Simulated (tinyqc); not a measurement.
## Undoped gate-all-around wire MOSFET, analytic charge model: effect of the temperature

An undoped round wire of radius R under an insulator shell and a surrounding gate; long channel, electrons only, n = ni exp((psi - V)/Vt) with V the quasi-Fermi potential (0 at the source, Vd at the drain), constant mobility, no quantisation. The radial Poisson equation gives n(r) = n(0)/(1 - (1 - b) r^2/R^2)^2 with b = Q0/(Q + Q0). Q is the electron charge per area of the wire surface.

Nc and Nv are given at 350 K and scale as (T/350 K)^1.5; Eg and mu are held fixed. ni = sqrt(Nc Nv) exp(-Eg/(2 Vt)), Eg in volts; Cox = eps0 eox/(R ln(1 + tox/R)); Q0 = 4 eps0 eps_r Vt/R; V0 = dphi + Vt ln[8 eps0 eps_r Vt/(q ni R^2)]. Q solves Vg - V0 - V = Q/Cox + Vt ln(Q/Q0) + Vt ln(1 + Q/Q0). I = mu (2 pi R/L)[2 Vt (Qs - Qd) + (Qs^2 - Qd^2)/(2 Cox) + Vt Q0 ln((Qd + Q0)/(Qs + Q0))], with Qs at V = 0 and Qd at V = Vd.  I(low) is taken at Vg = 0.01 V, Qs and I(high) at Vg = 0.76 V.

Parameters, values chosen for the exercise; material values close to those of silicon: band gap Eg = 1.1 eV; relative permittivity of the semiconductor eps_r = 11.9; conduction-band density of states at the reference temperature Nc = 3.58e19 cm^-3; valence-band density of states at the reference temperature Nv = 3.3e19 cm^-3; relative permittivity of the gate insulator eox = 9.21; insulator thickness tox = 4.9 nm; wire radius R = 15 nm; gate work function less that of the intrinsic body dphi = -0.17 V; channel mobility mu = 180 cm^2/(V s); gate length L = 0.1 um; drain voltage Vd = 0.3 V.

Constants: q = 1.602176634e-19 C, kB = 1.380649e-23 J/K, Vt = kB T/q, eps0 = 8.8541878128e-14 F/cm where lengths are in cm. Results are converted to the units shown.

Result of one run:
```
V0 (V)   I(low) (nA)  Qs(high) (nC/cm^2)  I(high) (uA)
0.31072    2.2123e-5              676.02        21.579
```

Which temperature T gave this result: 220, 250, 280 or 370 K?

T = 220 K.

The whole series:
```
T (K)   V0 (V)  I(low) (nA)  Qs(high) (nC/cm^2)  I(high) (uA)
220    0.31072    2.2123e-5              676.02        21.579
250    0.29990    3.1678e-4              680.82        21.998
280    0.28892    0.0026483              686.74        22.460
310    0.27780     0.015064              693.63        22.957
340    0.26656     0.064405              701.33        23.484
370    0.25520      0.22143              709.74        24.035
400    0.24374      0.64189              718.78        24.609
430    0.23218       1.6235              728.36        25.202
```

As T goes from 220 to 430 K, I(low) rises from 2.21e-5 to 1.62 nA and I(high) rises from 21.6 to 25.2 uA. V0 falls from 0.311 to 0.232 V. In every row the surface density at the source at the higher gate voltage passes 0.3 Nc, where Boltzmann statistics fail. In every row mu V/L at the higher gate voltage, with V the smaller of Vd and Vg - V0, passes 3e6 cm/s, so velocity saturation would lower the current. In every row the mobility is held fixed, though a real one changes with T.

tinyqc, about 0.04 s, one thread, Intel Xeon 2.30GHz (shared host): `OMP_NUM_THREADS=1 python tinyqc.py 2460033 2460034 out.jsonl`
